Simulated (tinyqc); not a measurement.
Fermi level and growth conditions: formation energy of a charged point defect from supercell energies. Computed by tinyqc, a small Python program. Command: `OMP_NUM_THREADS=1 python tinyqc.py 3020526 3020527 out.jsonl formation walk`. One thread of a shared host (Intel(R) Xeon(R) Processor @ 2.30GHz), about 0.01 s of CPU time with the checks.

The host is a compound AB. Making the defect adds n_A = -1, n_B = 0, n_X = 1 atoms to the cell. All total energies are inputs. E_F is counted from the valence-band maximum (VBM); x = 0 is A-rich and x = 1 B-rich growth.

Inputs (values chosen for the exercise, for a model compound AB): gap E_g = 5.3 eV; E_VBM of the host cell = 3.269 eV; potential alignment dV = 0.14 eV; dielectric constant eps = 7.79; cell length L = 19.4 angstrom; mu_A of the pure element = -2.27 eV; formation enthalpy dH of AB = -1.94 eV; growth condition x = 0.88; mu_X of the pure element = -4.737 eV; formation enthalpy of XB = -1.3 eV.

Defect: impurity X on an A site. Supercell lattice: fcc.

charge states q: [1, 0, -1]

E(defect, q) - E(host), in the order of q (eV): [-5.24, 0.021, 7.191]

Constants: e^2/(4 pi eps_0) = 14.39964548 eV angstrom.

Method:
- dmu_A = x dH and dmu_B = (1 - x) dH, so that dmu_A + dmu_B = dH; mu = mu(element) + dmu. The impurity is held at its solubility limit: dmu_X = min(0, dH(XB) - dmu_B).
- The reservoir term is sum n_i mu_i.
- Image-charge correction of a point charge in a neutralising background: E_corr = q^2 alpha e^2/(4 pi eps_0) / (2 eps L), alpha = 2.888282 for a fcc array with L the cube root of the volume.
- E_f(q, E_F) = [E(defect, q) - E(host)] - sum n_i mu_i + q (E_VBM + dV + E_F) + E_corr(q).
- Each entry is the lowest E_f over q.

E_f(q, 0) (eV): (q=+1) 0.13360, (q=0) 1.84800, (q=-1) 5.74660

sum n_i mu_i = -1.827 eV

Lowest formation energy (eV):
```
E_F (eV)  stable q  A-rich, x = 0  x = 0.5  B-rich, x = 1
0.000           +1         0.7736   0.1336         0.1336
0.662           +1         1.4356   0.7956         0.7956
1.325           +1         2.0986   1.4586         1.4586
1.987            0         2.4880   1.8480         1.8480
2.650            0         2.4880   1.8480         1.8480
3.312            0         2.4880   1.8480         1.8480
3.975           -1         2.4116   1.7716         1.7716
4.638           -1         1.7486   1.1086         1.1086
5.300           -1         1.0866   0.4466         0.4466
```

What follows from these numbers?

Going from A-rich to B-rich growth shifts every line by -0.640 eV and moves no transition level. The slope of the envelope is the stable charge, so E_f is highest in the rows from E_F = 1.99 to 3.31 eV, where the neutral state is stable, and it falls on both sides: the defect is amphoteric and compensates either doping.

Extremes, crossings and ranges named in words are read from the listed rows.
